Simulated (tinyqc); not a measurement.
The axial ratio: Brillouin zone and empty-lattice bands of the hcp structure.

Primitive vectors a1 = a (1,0,0), a2 = a (-1/2, sqrt3/2, 0), a3 = (0,0,c); atoms at 0 and a1/3 + 2 a2/3 + a3/2. Reciprocal vectors obey a_i.b_j = 2 pi delta_ij; k is given in units of 2 pi/a. Empty-lattice levels are c0 (2 pi/a)^2 |k + G|^2, c0 = hbar^2/2m0. Points: M = (1/2, 1/(2 sqrt3), 0), K = (2/3, 0, 0), A = (0, 0, a/2c), L = M + A, H = K + A.

a is rescaled so that the cell volume stays fixed; contacts Z = V kF^3/(6 pi^2) at M, at the (0002) plane (kF = a/c in 2 pi/a) and at the {10-11} planes (kF = sqrt(4/3 + (a/c)^2)/2).

Z per atom at contact:
```
c/a    {10-10} at M  (0002)  {10-11}
1.532         1.070   1.546    1.621
1.659         1.158   1.318    1.663
1.747         1.220   1.189    1.696
1.907         1.331   0.998    1.764
1.920         1.340   0.984    1.770
1.940         1.354   0.964    1.779
```

Give the missing row, c/a = 1.933.

Computed row:
```
c/a    {10-10} at M  (0002)  {10-11}
1.933         1.349   0.971    1.776
```

The (0002) contact falls from 1.546 to 0.964 as c/a grows (as (c/a)^-2) while the {10-10} contact rises from 1.070 to 1.354; they cross at c/a = sqrt3 = 1.732. All three contacts lie below Z = 2, so the sphere of a divalent metal crosses all three sets of planes.

Run: tinyqc, `OMP_NUM_THREADS=1 python tinyqc.py 1851228 1851229 out.jsonl`; Intel(R) Xeon(R) Processor @ 2.30GHz, one thread, shared host; about 0.02 s of CPU time with all checks.
